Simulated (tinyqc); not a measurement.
From results back to parameters: carrier statistics of a doped semiconductor with parabolic bands. Three cases, with inputs chosen for the exercise.

Problem. With Boltzmann statistics and no minority carriers, p (p + ND)/(NA - ND - p) = K(T) = (N(T)/4) exp(-E/kB T), E the ionisation energy of the majority dopant and N = 2 (m kB T/(4 pi c))^(3/2) with c = hbar^2/2m0, in 1/angstrom^3; times 1e24 for 1/cm^3, m = m_d. The density below was computed from a hidden E.

Constants: hbar^2/2m0 = 3.80998211 eV angstrom^2; kB = 8.617333262e-05 eV/K.

Find: K(Ta); E.

Method. The left side gives K; then E = kB T ln(N/(4 K)).

Case 1.

Values chosen (near those of GaN; not measured data):
- NA = 1.5e+17 1/cm^3 (acceptors)
- ND = 1.1e+12 1/cm^3 (donors)
- m_d = 1.492 m0 (density-of-states mass of the majority band)
- Ta = 277 K

p(Ta) = 2.5857e+16 1/cm^3

Solution.

K(Ta) = 5.39e+15 1/cm^3
E = 0.1800 eV

Case 2.

Values chosen (near those of GaSb; not measured data):
- NA = 2e+17 1/cm^3 (acceptors)
- ND = 1.5e+15 1/cm^3 (donors)
- m_d = 0.409 m0 (density-of-states mass of the majority band)
- Ta = 21 K

p(Ta) = 1.5095e+15 1/cm^3

Solution.

K(Ta) = 2.31e+13 1/cm^3
E = 0.0130 eV

Case 3.

Values chosen (near those of SiC; not measured data):
- NA = 2e+14 1/cm^3 (acceptors)
- ND = 3.6e+12 1/cm^3 (donors)
- m_d = 1.17 m0 (density-of-states mass of the majority band)
- Ta = 202 K

p(Ta) = 6.7909e+13 1/cm^3

Solution.

K(Ta) = 3.78e+13 1/cm^3
E = 0.2030 eV

Computed by tinyqc, one run a case: `OMP_NUM_THREADS=1 python tinyqc.py N N+1 out.jsonl` with N = 1652752, 1680136, 1680226; one thread of a shared Intel(R) Xeon(R) Processor @ 2.30GHz, about 0.01 s a run at most.
